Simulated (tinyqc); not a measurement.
Octagonal on-chip spiral inductor, lumped pi model: one step of the calculation.

Outer diameter do = di + 2 n wd + 2 (n - 1) sp, mean da = (do + di)/2, fill p = (do - di)/(do + di), length l = 3.314 n da. L = 2.25 mu0 n^2 da/(1 + 3.55 p), mu0 = 4 pi 1e-7 H/m. Rs = rho l/(wd delta (1 - exp(-th/delta))), delta = sqrt(rho/(pi f mu0)). Cs = n wd^2 eps0 eo/hu across the coil. At each end Cox = l wd eps0 eo/(2 ho) leads to the substrate branch Rsi = 2 rs he/(l wd) in parallel with Csi = l wd eps0 11.7/(2 he). With one end grounded Y = 1/(Rs + i w L) + i w Cs + 1/[1/(i w Cox) + 1/(1/Rsi + i w Csi)], w = 2 pi f; Q = -Im Y/Re Y. Eddy currents in neighbouring turns and in the substrate are left out.

Problem. Geometry and model elements. do, l, L, delta, Rs, Cs, Cox, Rsi and Csi as defined.

Values chosen for this exercise; values of the order met in silicon radio-frequency processes:

| symbol | value | unit | meaning |
|---|---|---|---|
| n | 2.5 |  | number of turns |
| wd | 8 | um | line width |
| sp | 2 | um | space between turns |
| di | 60 | um | inner diameter |
| th | 4 | um | metal thickness |
| rho | 2.2 | uohm cm | metal resistivity |
| ho | 7 | um | oxide below the coil |
| hu | 0.8 | um | oxide between coil and underpass |
| eo | 4.1 |  | relative permittivity of the oxide |
| rs | 10 | ohm cm | substrate resistivity |
| he | 80 | um | effective spreading depth in the substrate |
| f | 1.8 | GHz | frequency |

Constants: eps0 = 8.8541878128e-12 F/m. Results are converted to the units shown.

Find: do; l; L; delta; Rs; Cs; Cox; Rsi; Csi.

Solution.

do = 106.0 um
l = 687.7 um
L = 0.7394 nH
delta = 1.760 um
Rs = 1.198 ohm
Cs = 7.260 fF
Cox = 14.26 fF
Rsi = 2908 ohm
Csi = 3.562 fF

Computed by the program tinyqc: `OMP_NUM_THREADS=1 python tinyqc.py 2302029 2302030 out.jsonl`, one thread of a shared Intel Xeon 2.30GHz, about 0.01 s for the whole run.
